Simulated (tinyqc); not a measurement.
Minority-electron transport through the base of a bipolar transistor (Moll-Ross and Kroemer integrals). Changing the base doping at the emitter edge N_0. Computed by tinyqc, a small Python program. Command: `OMP_NUM_THREADS=1 python tinyqc.py 3002030 3002031 out.jsonl base sweep`. One thread of a shared host (Intel(R) Xeon(R) Processor @ 2.30GHz), about 0.01 s of CPU time with the checks.

Low injection, one dimension, x from the emitter edge (0) to the collector edge (W), s = x/W. Recombination is treated as a small correction (valid for tau_B well below tau_n), computed from the stored charge.

Inputs (values chosen for the exercise, modelled on GaAs): intrinsic density n_i at the emitter edge = 2.1e+06 1/cm^3; base width W = 31 nm; mu_min = 1000 cm^2/(V s); mu_max = 7210 cm^2/(V s); N_ref = 2e+17 1/cm^3; saturation velocity v_s = 0.73 1e7 cm/s; electron lifetime tau_n = 28 ns; emitter Gummel number G_E = 4.2e+12 s/cm^4; base-emitter voltage V_BE = 0.88 V; temperature T = 300 K; doping ratio N_0/N(W) = 5.8.

Base doping profile: Gaussian. Gap grading: none. Exit of the base: infinite sink.

Constants: k_B = 8.617333262e-05 eV/K; e = 1.602176634e-19 C.

Method:
- N(x) = N_0 (ratio)^(-s^2); n_i(x) = n_i; D(x) = (k_B T/e) mu, mu = mu_min + (mu_max - mu_min)/(1 + (N/N_ref)^0.7).
- With y(x) = N n_i^2/(D n_i(x)^2): base Gummel number G_B = int_0^W y dx; J_C = e n_i^2 exp(e V_BE/k_B T)/G_B; n(x) = (J_C/e)(n_i(x)^2/(N n_i^2)) [int_x^W y dx]; transit time tau_B = (e/J_C) int n dx; trapezoid rule on 401 even points.
- Emitter-limited gain beta_E = G_E/G_B; recombination-limited gain beta_R = tau_n/tau_B; 1/beta = 1/beta_E + 1/beta_R; f_T from the base alone = 1/(2 pi tau_B).

One run for each value; columns: (1) base doping at the emitter edge N_0 (1/cm^3); (2) current gain beta; (3) collector current density J_C (A/cm^2); (4) base transit time tau_B (ps); (5) beta_E; (6) beta_R:
```
(1)              (2)         (3)       (4)         (5)         (6)
2.00e+17  1.2400e+03  1.2681e-01  0.023596  1.2413e+03  1.1867e+06
4.30e+17  4.7062e+02  4.8098e-02  0.028382  4.7085e+02  9.8655e+05
9.50e+17  1.6727e+02  1.7090e-02  0.035700  1.6730e+02  7.8432e+05
2.10e+18  5.9056e+01  6.0333e-03  0.045700  5.9061e+01  6.1270e+05
4.50e+18  2.2163e+01  2.2641e-03  0.057411  2.2164e+01  4.8771e+05
9.70e+18  8.5734e+00  8.7582e-04  0.070095  8.5736e+00  3.9946e+05
2.10e+19  3.4498e+00  3.5241e-04  0.082145  3.4498e+00  3.4086e+05
4.60e+19  1.4283e+00  1.4590e-04  0.092332  1.4283e+00  3.0325e+05
1.00e+20  6.1656e-01  6.2983e-05  0.099863  6.1656e-01  2.8038e+05
```

Over the rows, current gain beta falls from 1240 to 0.617 (exponent d ln y / d ln x -1.3 between the first rows and -1.1 between the last); collector current density J_C (A/cm^2) falls from 0.127 to 6.30e-5 (exponent d ln y / d ln x -1.3 between the first rows and -1.1 between the last); base transit time tau_B (ps) rises from 0.0236 to 0.0999 (exponent d ln y / d ln x 0.24 between the first rows and 0.10 between the last). Gap narrowing by heavy doping and the fall of the lifetime with N are left out; both matter at the high end.

Caution (all rows): the mean velocity exceeds v_s, so drift-diffusion with a low-field mobility overstates the speed. Caution (rows 1.00e20): a current gain below 1 is far from a working transistor: the base is too heavily doped or too wide for this emitter and lifetime.
